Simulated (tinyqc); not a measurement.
Grain growth, pinning, strength and diffusional creep of a polycrystal or thin film: one step, computed by the program tinyqc.

One mean grain size d describes the structure.

Question. Diffusional creep at T_c. Nabarro-Herring rate = 14 sigma Omega D_l/(k_B T d^2), D_l = D0 exp(-Q_l/(k_B T)); Coble rate = 14 pi sigma Omega delta D_b/(k_B T d^3), delta D_b = delta D0b exp(-Q_b/(k_B T)); they are equal at d_x = pi delta D_b/D_l.

Inputs (values chosen for the exercise, for a model solid):
```
quantity                         value        unit
atomic volume Omega              16.96  angstrom^3
anneal temperature T               613           K
lattice diffusion energy Q_l      1.54          eV
boundary diffusion energy Q_b    0.922          eV
lattice prefactor D0           2.8e-05       m^2/s
boundary prefactor delta D0b   1.3e-15       m^3/s
applied stress sigma                16         MPa
service temperature T_c            370           K
```

grain size d = 376.5881 nm

Constants: k_B = 1.380649e-23 J/K; k_B = 8.617333262e-05 eV/K.

Give: Nabarro-Herring rate; Coble rate; crossover size d_x; time to 1 % strain.

Answer.

Nabarro-Herring rate = 1.550e-13 1/s

Coble rate = 1.571e-08 1/s

crossover size d_x = 38170 micrometre

time to 1 % strain = 6.363e+05 s

Boundary diffusion carries the creep, by a factor 100000.
